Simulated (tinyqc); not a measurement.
From results to parameters: two-site tight-binding chain. Computed by the program tinyqc.

Problem. A two-site chain has site energies +delta (A) and -delta (B) and hoppings t1 > t2 > 0, so E = +/- sqrt(delta^2 + |t1 + t2 exp(-ika)|^2). Find delta, t1 and t2.

upper band at k = 0 = 2.504795 eV
upper band at the zone edge = 1.120893 eV
weight of the upper band on site A at the zone edge = 0.981759

Solution. The weight on A is (1 + delta/E)/2, which gives delta; then t1 + t2 = sqrt(E(0)^2 - delta^2) and t1 - t2 = sqrt(E(edge)^2 - delta^2).

delta, t1, t2 (eV): 1.0800  1.2800  0.9800
